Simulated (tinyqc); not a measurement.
Inside a calculation: thin-film optics by transfer matrices. Values are carried at full precision from step to step, so a last printed digit may differ when a step is redone from the rounded ones.

Indices N = n + i k. Snell: N0 sin(theta) = N_j sin(theta_j), with Im(N_j cos theta_j) >= 0. Admittance y_j = N_j cos theta_j for s and N_j/cos theta_j for p. Phase delta_j = 2 pi N_j cos theta_j d_j/lambda. Layer matrix [[cos delta, -i sin delta/y], [-i y sin delta, cos delta]], multiplied from the top down to M. (B, C) = M (1, y_sub); r = (y0 B - C)/(y0 B + C), R = |r|^2, T = 4 Re y0 Re y_sub/|y0 B + C|^2, absorbed in the films 1 - R - T.

Parameters, chosen for this exercise (indices near those of Si3N4 on polySi; not measured data):
- lam = 633 nm (vacuum wavelength)
- n0 = 1 (ambient index)
- n = (2.029, 3.932) (n of Si3N4, substrate)
- k = (0, 0.039) (k in the same order)
- d = (154) nm (thicknesses, top first)
- theta = 30 degrees (angle of incidence)
- pol = s (polarisation)

## Angles, admittances and phases

Form cos theta_j, y_j and delta_j.

cos theta_j: ambient 0.8660, film 1 0.9692, substrate 0.9919+0.0002i

y_j: ambient 0.8660, film 1 1.9664, substrate 3.9001+0.0393i

delta_j (rad): film 1 3.0059

## Layer matrices and their product

Form each matrix and multiply from the top down.

M:
```
          1         2
1   -0.9908  -0.0688i
2  -0.2660i   -0.9908
```

Each matrix has determinant 1, and so has M.

## Reflection and transmission

Close the stack on the substrate.

B, C: -0.9881-0.2683i  -3.8642-0.3050i

r = -0.6310+0.0564i
R = 0.4013
T into the substrate = 0.5987
absorbed in the films = 0.0000

The bare substrate would reflect 0.4053.

## Ellipsometric angles

Ellipsometry: rho = tan(Psi) exp(i Delta) = -conj(r_p/r_s) with the r of the admittance formula, Delta in 0 to 360 degrees, so that a bare dielectric at small angles gives Delta = 180.

Repeat the steps for both polarisations.

r_s = -0.6310+0.0564i
r_p = -0.5423+0.0610i
Psi = 40.74 degrees
Delta = 181.30 degrees

## Checks

- R against the recursion of Airy sums from the substrate up: both 0.40132.

(tinyqc, `OMP_NUM_THREADS=1 python tinyqc.py 1650193 1650194 out.jsonl`, Intel(R) Xeon(R) Processor @ 2.30GHz, 1 thread, shared host, about 0.02 s.)
